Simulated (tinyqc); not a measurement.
Changing the pump speed S: gas flow in a process chamber: flow regimes, conductance, effective pumping speed, pump-down, outgassing and purge. Computed by tinyqc, a small Python program. Command: `OMP_NUM_THREADS=1 python tinyqc.py 3120456 3120457 out.jsonl pump sweep`. One thread of a shared host (Intel(R) Xeon(R) Processor @ 2.30GHz), about 0.01 s of CPU time with the checks.

Ideal gas, isothermal flow, a pump of constant speed at the end of a round pipe; process gas, volume gas and outgassing are given the same properties. 1 sccm = 101325 Pa x 1e-6 m^3/60 s x T/273.15 K.

Inputs (values chosen for the exercise, modelled on nitrogen near room temperature):
```
quantity                     value            unit
molar mass M                 28.01           g/mol
molecular diameter            0.37              nm
viscosity eta                 17.8   micropascal s
temperature T                  300               K
chamber volume V               9.5               L
wall area                     0.77             m^2
pipe diameter d                6.3              cm
pipe length l                   32              cm
process gas flow               520            sccm
outgassing rate after 1 h  3.8e-06  Pa m^3/(s m^2)
outgassing exponent n          1.1               -
target base pressure        0.0001              Pa
```

Constants: k_B = 1.380649e-23 J/K; u = 1.6605390666e-27 kg.

Method:
- Mean speed c = sqrt(8 k_B T/(pi m)); aperture conductance C_a = c pi d^2/16; molecular pipe C_m = C_a/(1 + 3 l/(4 d)) (Dushman form); viscous pipe C_v = pi d^4 p_mean/(128 eta l); Knudsen interpolation C = C_v + C_m (1 + x)/(1 + 1.24 x), x = d p_mean sqrt(m/(k_B T))/eta.
- Effective speed 1/S_eff = 1/S + 1/C_m; time constant V/S_eff; pressure at which the free path k_B T/(sqrt2 pi d_m^2 p) equals d.
- Steady flow: the pump inlet is at p_2 = Q/S, and the chamber pressure p_1 solves Q = C((p_1 + p_2)/2) (p_1 - p_2). Residence time = p_1 V/Q.
- Knudsen number = free path at the mean pressure over d.
- From the outgassing limit: t = 1 h x (q_1 A/(S_eff p_target))^(1/n) - 10 s; monolayer time at the target = 1e19 m^-2 x 4 k_B T/(p c) for unit sticking.

One run for each value:
```
pump speed S (L/s)  S_eff in molecular flow (L/s)  chamber pressure p_1 (Pa)  time to the target (h)
5                                            4.70                      193.0                   5.274
13                                          11.13                       74.4                   2.406
97                                          42.98                       11.2                   0.702
260                                         59.50                        6.1                   0.522
690                                         69.40                        4.9                   0.453
1900                                        74.15                        4.6                   0.427
5000                                        75.99                        4.5                   0.417
```

Give the missing row, pump speed S (L/s) = 36.

Computed row:
```
pump speed S (L/s)  S_eff in molecular flow (L/s)  chamber pressure p_1 (Pa)  time to the target (h)
36                                          24.55                       27.3                   1.170
```

Interpolating between the two neighbouring rows (the first column on a logarithmic scale, the others too where they are positive) misses by up to 10 %. Over the rows, S_eff in molecular flow (L/s) rises from 4.70 to 76.0 (exponent d ln y / d ln x 0.90 between the first rows and 0.025 between the last); chamber pressure p_1 (Pa) falls from 193 to 4.52 (exponent d ln y / d ln x -1.00 between the first rows and -0.017 between the last); time to the target (h) falls from 5.27 to 0.417 (exponent d ln y / d ln x -0.82 between the first rows and -0.023 between the last). At the high end the exponent of S_eff in molecular flow is 0.03, close to 0: the pipe limits.

Caution (rows 690, 1900, 5000): S over the pipe area exceeds 0.3 of the mean molecular speed: the pipe end cannot pass this speed without choking, so p_2 = Q/S and the conductance formulas are only formal.
